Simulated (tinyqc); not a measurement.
Ballistic Schottky-barrier transistor with a two-dimensional channel, WKB contacts: one step of the calculation.

Source Fermi level 0, drain Fermi level -Vd. Far from the contacts Ec = pn - psi, and the gate moves psi one to one; the band edges relax as exp(-x/lam) from pn at the source and pn - Vd at the drain; Ev = Ec - Eg. A carrier of energy w inside the channel band meets at a contact a barrier of height D (the contact edge beyond the channel edge): T = 1 for w >= D, else exp(-S), S = 4 lam sqrt(m/C) [sqrt(D - w) - sqrt(w) arctan sqrt((D - w)/w)], C = hbar^2/(2 m0). The two contacts combine as Ts Td/(Ts + Td - Ts Td).

Problem. Transmission of one of the holes. S and T at both contacts for w = w0, and the tunnelling distance lam ln(D/w) at the higher barrier.

Parameters, values chosen for the exercise; channel values close to those of a tungsten diselenide layer: hole mass mp = 0.38 m0; screening length at the contacts lam = 2 nm; energy of one carrier inside the channel band w0 = 0.16 eV.

Constants: q = 1.602176634e-19 C, hbar = 1.054571817e-34 J s, m0 = 9.1093837015e-31 kg, hbar^2/(2 m0) = 0.0380998212 eV nm^2. Results are converted to the units shown.

D for holes (eV): source 0.50000000, drain 0.55000000

Find: S at the source; S at the drain; combined T; tunnelling distance.

Solution.

S at the source = 4.934
S at the drain = 5.661
combined T = 0.002352
tunnelling distance = 2.469 nm

Range of the model: No scattering, image-force lowering, channel charge or band-to-band tunnelling; parabolic kappa overstates S deep in the gap.

Program tinyqc, `OMP_NUM_THREADS=1 python tinyqc.py 2390112 2390113 out.jsonl`; Intel Xeon 2.30GHz, shared host, one thread, about 0.2 s.
